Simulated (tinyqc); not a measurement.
Inside a calculation. Method: Hubbard ring of 4 sites. One step of it, computed by the program tinyqc.

Problem. Mean-field iteration 3. H(up) = T + U n(down), H(down) = T + U n(up); fill the lowest levels; n(new) = n + mixing (n(out) - n); E = tr T (rho up + rho down) + U sum n_up n_down of the output.

one-body matrix (hopping and site energies) (eV), lower triangle:
```
           1          2          3          4
1   0.840000
2  -1.330000   0.440000
3   0.000000  -1.330000   0.470000
4  -1.330000   0.000000  -1.330000  -0.580000
```

U = 9.800000 eV

electrons, up and down: 3  2

mixing = 0.200000

n(up) after iteration 2: 1 0.977234, 2 0.380629, 3 0.979580, 4 0.598557

n(down) after iteration 2: 1 0.150022, 2 0.847614, 3 0.152462, 4 0.849903

Give: levels, up; levels, down; energy; n(up) after iteration 3; n(down) after iteration 3.

Solution.

levels, up (eV): 1.1116  2.1622  8.0669  9.4293

levels, down (eV): 3.4443  4.9306  10.2207  11.3473

energy = 8.7549 eV

n(up) after iteration 3: 1 0.9711, 2 0.3503, 3 0.9740, 4 0.6534

n(down) after iteration 3: 1 0.1335, 2 0.8662, 3 0.1370, 4 0.8632
